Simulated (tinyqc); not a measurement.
Capacitance measurement on a leaky thin oxide: effects of series resistance and leakage: one step of the calculation.

The device is a capacitance C in parallel with a leakage conductance G, in series with Rs and Ls. An impedance meter reports either a parallel pair (Cp, Gp) from Y = 1/Z = Gp + i w Cp or a series pair (Cs, Rm) from Z = Rm + 1/(i w Cs); w = 2 pi f, dissipation D = Gp/(w |Cp|).

Question. True capacitance and conductance. EOT = 3.9 tox/eox; CET = EOT + zc + zp; C = 3.9 eps0 A/CET; G = Jg A/Vs.

Inputs (values chosen for the exercise); values of the order met in thin-oxide MOS capacitors: relative permittivity of the gate insulator (close to hafnium oxide) eox = 22.6; insulator thickness tox = 9 nm; gate area A = 100 um^2; oxide-equivalent thickness added by the accumulation layer zc = 0.48 nm; oxide-equivalent thickness added by gate depletion zp = 0 nm; gate leakage current density, not matched to the thickness Jg = 0.00022 A/cm^2; voltage for an e-fold rise of the leakage Vs = 0.32 V.

Constants: eps0 = 8.8541878128e-14 F/cm where lengths are in cm. Results are converted to the units shown.

Wanted: EOT; CET; C; G.

Answer.

EOT = 1.553 nm
CET = 2.033 nm
C = 1.698 pF
G = 6.875e-4 uS

Computed by the program tinyqc: `OMP_NUM_THREADS=1 python tinyqc.py 2022052 2022053 out.jsonl`, one thread of a shared Intel Xeon 2.30GHz, about 0.01 s for the whole run.
